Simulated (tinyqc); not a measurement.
## Surface Green function of a dimerised chain, Sancho-Rubio decimation: end state of the dimerised chain

A semi-infinite lead of cells 0, 1, 2, ... with H0 inside a cell and H1 = <cell i|H|cell i + 1>. Cell A, B with A at the surface; -t1 joins A and B, -t2 joins B to the next A. z = E + i eta.

Start with e_s = e = H0, a = H1, b = H1^dagger. Each round: g = (z - e)^(-1); e_s <- e_s + a g b; e <- e + a g b + b g a; a <- a g a; b <- b g b (all with the old a, b). Round k joins cells 2^k apart. Stop when the largest entry of the matrices a and b is below 1e-12 eV; g_s = (z - e_s)^(-1), bulk (z - e)^(-1), density of states -Im Tr/pi. At E = dl and eta = 0.0001 eV the weight of a bound state on the first A site is -eta Im g_s(A, A).

Values chosen for this exercise: hopping between cells t2 = 1 eV; site energy, +dl on A and -dl on B dl = 0 eV.

Result of one run:
```
t1 (eV),half gap sqrt(dl^2 + (t1 - t2)^2) (eV),weight from g_s,"1 - (t1/t2)^2, or 0"
0.1,0.90000,0.99000,0.99000
```

What becomes of these results when the hopping inside the cell t1 is changed from 0.1 to 0.9 eV, all else the same?

Result of the changed run:
```
t1 (eV),half gap sqrt(dl^2 + (t1 - t2)^2) (eV),weight from g_s,"1 - (t1/t2)^2, or 0"
0.9,0.10000,0.19000,0.19000
```

The whole series:
```
t1 (eV),half gap sqrt(dl^2 + (t1 - t2)^2) (eV),weight from g_s,"1 - (t1/t2)^2, or 0"
0.1,0.90000,0.99000,0.99000
0.3,0.70000,0.91000,0.91000
0.5,0.50000,0.75000,0.75000
0.7,0.30000,0.51000,0.51000
0.9,0.10000,0.19000,0.19000
1.1,0.10000,4.7619e-8,0
1.3,0.30000,1.4493e-8,0
1.5,0.50000,8.0000e-9,0
```

For t1 < t2 = 1 eV the weak bond comes first and a state is bound to the end at E = dl; its weight on the first site falls from 0.990 to 0.190 over these rows and follows 1 - (t1/t2)^2. For t1 > t2 there is none, and the column holds only a remainder of order eta^2 (8.0e-9 in the last row).

Numbers from tinyqc (`OMP_NUM_THREADS=1 python tinyqc.py 2680101 2680102 out.jsonl`; about 0.02 s on one thread of a shared Intel Xeon 2.30GHz).
